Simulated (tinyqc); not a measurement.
Inside a calculation. Method: RHF in the sto-3g basis, for H6, spin multiplicity 1. One step of it, computed by the program tinyqc.

Task: Iteration 2: building the Fock matrix. J_ij = sum D_kl (ij|kl), K_ij = sum D_kl (ik|jl); F = H + J - 0.5 K; E = tr D H + tr D J / 2 - 0.25 tr D K + E_nn.

D after iteration 1:
```
           1H 1s      2H 1s      3H 1s      4H 1s      5H 1s      6H 1s
1H 1s   0.642703   0.598383  -0.179789  -0.329278   0.040117   0.172161
2H 1s   0.598383   0.630267   0.039663  -0.137696  -0.032078   0.040117
3H 1s  -0.179789   0.039663   0.645118   0.597626  -0.137696  -0.329278
4H 1s  -0.329278  -0.137696   0.597626   0.645118   0.039663  -0.179789
5H 1s   0.040117  -0.032078  -0.137696   0.039663   0.630267   0.598383
6H 1s   0.172161   0.040117  -0.329278  -0.179789   0.598383   0.642703
```

core Hamiltonian H = T + V (hartree):
```
           1H 1s      2H 1s      3H 1s      4H 1s      5H 1s      6H 1s
1H 1s  -1.879066  -1.544378  -0.419156  -0.122133  -0.013128  -0.002076
2H 1s  -1.544378  -2.217017  -1.178603  -0.438815  -0.066105  -0.013128
3H 1s  -0.419156  -1.178603  -2.385351  -1.751623  -0.438815  -0.122133
4H 1s  -0.122133  -0.438815  -1.751623  -2.385351  -1.178603  -0.419156
5H 1s  -0.013128  -0.066105  -0.438815  -1.178603  -2.217017  -1.544378
6H 1s  -0.002076  -0.013128  -0.122133  -0.419156  -1.544378  -1.879066
```

Two-electron integrals (ij|kl) in chemists' order, unique and non-zero (hartree):
```
(11|11) 0.774606   (21|11) 0.440607   (21|21) 0.292972   (22|11) 0.567365
(22|21) 0.440607   (22|22) 0.774606   (31|11) 0.078117   (31|21) 0.056986
(31|22) 0.096003   (31|31) 0.013456   (32|11) 0.181271   (32|21) 0.147026
(32|22) 0.276884   (32|31) 0.039942   (32|32) 0.129904   (33|11) 0.288861
(33|21) 0.235317   (33|22) 0.454917   (33|31) 0.078117   (33|32) 0.276884
(33|33) 0.774606   (41|11) 0.017609   (41|21) 0.013267   (41|22) 0.023077
(41|31) 0.003400   (41|32) 0.010544   (41|33) 0.023077   (41|41) 0.000911
(42|11) 0.052025   (42|21) 0.041765   (42|22) 0.078117   (42|31) 0.012039
(42|32) 0.039942   (42|33) 0.096003   (42|41) 0.003400   (42|42) 0.013456
(43|11) 0.158651   (43|21) 0.125511   (43|22) 0.235317   (43|31) 0.041765
(43|32) 0.147026   (43|33) 0.440607   (43|41) 0.013267   (43|42) 0.056986
(43|43) 0.292972   (44|11) 0.206072   (44|21) 0.158651   (44|22) 0.288861
(44|31) 0.052025   (44|32) 0.181271   (44|33) 0.567365   (44|41) 0.017609
(44|42) 0.078117   (44|43) 0.440607   (44|44) 0.774606   (51|11) 0.001290
(51|21) 0.001008   (51|22) 0.001835   (51|31) 0.000290   (51|32) 0.000952
(51|33) 0.002331   (51|41) 0.000084   (51|42) 0.000332   (51|43) 0.001443
(51|44) 0.002065   (51|51) 0.000008   (52|11) 0.005756   (52|21) 0.004546
(52|22) 0.008430   (52|31) 0.001383   (52|32) 0.004665   (52|33) 0.012182
(52|41) 0.000415   (52|42) 0.001709   (52|43) 0.007980   (52|44) 0.012182
(52|51) 0.000044   (52|52) 0.000242   (53|11) 0.031463   (53|21) 0.024127
(53|22) 0.043719   (53|31) 0.007714   (53|32) 0.026483   (53|33) 0.078117
(53|41) 0.002499   (53|42) 0.010791   (53|43) 0.056986   (53|44) 0.096003
(53|51) 0.000290   (53|52) 0.001709   (53|53) 0.013456   (54|11) 0.077957
(54|21) 0.058377   (54|22) 0.102975   (54|31) 0.018114   (54|32) 0.061105
(54|33) 0.181271   (54|41) 0.006038   (54|42) 0.026483   (54|43) 0.147026
(54|44) 0.276884   (54|51) 0.000746   (54|52) 0.004665   (54|53) 0.039942
(54|54) 0.129904   (55|11) 0.145378   (55|21) 0.106430   (55|22) 0.182900
(55|31) 0.031463   (55|32) 0.102975   (55|33) 0.288861   (55|41) 0.010186
(55|42) 0.043719   (55|43) 0.235317   (55|44) 0.454917   (55|51) 0.001290
(55|52) 0.008430   (55|53) 0.078117   (55|54) 0.276884   (55|55) 0.774606
(61|11) 0.000156   (61|21) 0.000122   (61|22) 0.000223   (61|31) 0.000037
(61|32) 0.000125   (61|33) 0.000334   (61|41) 0.000011   (61|42) 0.000047
(61|43) 0.000221   (61|44) 0.000334   (61|51) 1.21e-06   (61|52) 0.000007
(61|53) 0.000047   (61|54) 0.000125   (61|55) 0.000223   (61|61) 1.83e-07
(62|11) 0.000916   (62|21) 0.000708   (62|22) 0.001290   (62|31) 0.000220
(62|32) 0.000746   (62|33) 0.002065   (62|41) 0.000069   (62|42) 0.000290
(62|43) 0.001443   (62|44) 0.002331   (62|51) 0.000008   (62|52) 0.000044
(62|53) 0.000332   (62|54) 0.000952   (62|55) 0.001835   (62|61) 1.21e-06
(62|62) 0.000008   (63|11) 0.007618   (63|21) 0.005736   (63|22) 0.010186
(63|31) 0.001787   (63|32) 0.006038   (63|33) 0.017609   (63|41) 0.000580
(63|42) 0.002499   (63|43) 0.013267   (63|44) 0.023077   (63|51) 0.000069
(63|52) 0.000415   (63|53) 0.003400   (63|54) 0.010544   (63|55) 0.023077
(63|61) 0.000011   (63|62) 0.000084   (63|63) 0.000911   (64|11) 0.024516
(64|21) 0.018112   (64|22) 0.031463   (64|31) 0.005465   (64|32) 0.018114
(64|33) 0.052025   (64|41) 0.001787   (64|42) 0.007714   (64|43) 0.041765
(64|44) 0.078117   (64|51) 0.000220   (64|52) 0.001383   (64|53) 0.012039
(64|54) 0.039942   (64|55) 0.096003   (64|61) 0.000037   (64|62) 0.000290
(64|63) 0.003400   (64|64) 0.013456   (65|11) 0.086548   (65|21) 0.062688
(65|22) 0.106430   (65|31) 0.018112   (65|32) 0.058377   (65|33) 0.158651
(65|41) 0.005736   (65|42) 0.024127   (65|43) 0.125511   (65|44) 0.235317
(65|51) 0.000708   (65|52) 0.004546   (65|53) 0.041765   (65|54) 0.147026
(65|55) 0.440607   (65|61) 0.000122   (65|62) 0.001008   (65|63) 0.013267
(65|64) 0.056986   (65|65) 0.292972   (66|11) 0.120624   (66|21) 0.086548
(66|22) 0.145378   (66|31) 0.024516   (66|32) 0.077957   (66|33) 0.206072
(66|41) 0.007618   (66|42) 0.031463   (66|43) 0.158651   (66|44) 0.288861
(66|51) 0.000916   (66|52) 0.005756   (66|53) 0.052025   (66|54) 0.181271
(66|55) 0.567365   (66|61) 0.000156   (66|62) 0.001290   (66|63) 0.017609
(66|64) 0.078117   (66|65) 0.440607   (66|66) 0.774606
```

nuclear repulsion = 5.28117674 hartree

Give: Coulomb J; exchange K; Fock matrix F; total energy of this density.

Result:

Coulomb J (hartree):
```
       1H 1s  2H 1s  3H 1s  4H 1s  5H 1s  6H 1s
1H 1s  2.108  1.472  0.359  0.099  0.010  0.001
2H 1s  1.472  2.406  1.088  0.377  0.052  0.010
3H 1s  0.359  1.088  2.565  1.664  0.377  0.099
4H 1s  0.099  0.377  1.664  2.565  1.088  0.359
5H 1s  0.010  0.052  0.377  1.088  2.406  1.472
6H 1s  0.001  0.010  0.099  0.359  1.472  2.108
```

exchange K (hartree):
```
       1H 1s  2H 1s  3H 1s  4H 1s  5H 1s  6H 1s
1H 1s  1.184  1.053  0.268  0.042  0.001  0.011
2H 1s  1.053  1.263  0.602  0.267  0.037  0.001
3H 1s  0.268  0.602  1.259  1.052  0.267  0.042
4H 1s  0.042  0.267  1.052  1.259  0.602  0.268
5H 1s  0.001  0.037  0.267  0.602  1.263  1.053
6H 1s  0.011  0.001  0.042  0.268  1.053  1.184
```

Fock matrix F (hartree):
```
        1H 1s   2H 1s   3H 1s   4H 1s   5H 1s   6H 1s
1H 1s  -0.363  -0.599  -0.194  -0.044  -0.004  -0.006
2H 1s  -0.599  -0.442  -0.392  -0.195  -0.032  -0.004
3H 1s  -0.194  -0.392  -0.450  -0.614  -0.195  -0.044
4H 1s  -0.044  -0.195  -0.614  -0.450  -0.392  -0.194
5H 1s  -0.004  -0.032  -0.195  -0.392  -0.442  -0.599
6H 1s  -0.006  -0.004  -0.044  -0.194  -0.599  -0.363
```

total energy of this density = -3.26330 hartree
